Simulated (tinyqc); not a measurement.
Six-transistor SRAM cell, nodal equations and margins: two steps of the calculation.

Two cross-coupled inverters (pull-down bn, pull-up bp) hold the nodes Q and QB; access transistors (ba, threshold VTn, gate on the word line at Vdd when selected) join them to the bit lines. Transistor (EKV form, voltages against the body): I = 2 n b Vt^2 [F(vp - Vs) - F(vp - Vd)] from drain to source, F(v) = ln^2(1 + exp(v/(2 Vt))), vp = (Vg - VT + sg |Vd - Vs|)/n. n-channel bodies are at 0; for the p-channel device all voltages are counted down from Vdd. b in uA/V^2 gives I in uA. For an access transistor the bit line is the drain and the node the source. In a read both bit lines are at Vdd. The cell is symmetric (no mismatch).

Values chosen for this exercise:
```
symbol,value,unit,meaning
T,300,K,temperature
Vdd,0.75,V,supply voltage
n,1.13,,slope factor
sg,0.075,,drain-induced barrier lowering
VTn,0.26,V,n-channel threshold
VTp,0.42,V,p-channel threshold (magnitude)
bn,570,uA/V^2,gain factor of the pull-down transistor
ba,280,uA/V^2,gain factor of the access transistor
bp,260,uA/V^2,gain factor of the pull-up transistor
```

Constants: q = 1.602176634e-19 C, kB = 1.380649e-23 J/K, Vt = kB T/q. Results are converted to the units shown.

Problem 1. Node voltages in a read by Newton steps. F1 = In(gate QB, drain Q) - Ip(gate QB, drain Q) - Ia(bit line, Q), F2 the same with Q and QB exchanged; J by central differences with +/- 1e-6 V; solve J d = -F, limit each component to +/- 0.15 V and add.

(Q, QB) after iteration 1 (V): Q 0.08357786, QB 0.74996513

Give: F1, F2; J; (Q, QB) after iteration 2.

Solution 1.

F1, F2 (uA): [-3.2152, 0.0103]

J (uS):
```
         Q     QB
F1  365.38  47.77
F2    0.41  63.38
```

(Q, QB) after iteration 2 (V): Q 0.09241, QB 0.74975

Problem 2. The largest square in the read butterfly. f(x) is the node voltage of one half-cell in a read for input x (In - Ip - Ia = 0). Static noise margin: side of the largest square between the curve (x, f(x)) and its mirror image (f(y), y); with h(c) the root x of f(x) - x = c, it is the maximum over c > 0 of h(c) - h(-c) + c.

c, point 0 to 6 (V): [0.13, 0.22, 0.31, 0.38, 0.45, 0.49, 0.54]

Wanted: h(c); h(-c); side.

Solution 2.

h(c), point 0 to 6 (V): [0.28489, 0.26723, 0.25931, 0.25322, 0.24129, 0.22738, 0.19848]
h(-c), point 0 to 6 (V): [0.39618, 0.44010, 0.48751, 0.53063, 0.58006, 0.61061, 0.65057]
side, point 0 to 6 (V): [0.01871, 0.04713, 0.08180, 0.10259, 0.11122, 0.10677, 0.08792]

The maximum over c is 111.2 mV, the read margin; with the word line off (no Ia) the same construction gives 250.1 mV.

Computed by the program tinyqc: `OMP_NUM_THREADS=1 python tinyqc.py 2340042 2340043 out.jsonl`, one thread of a shared Intel Xeon 2.30GHz, about 0.1 s for the whole run.
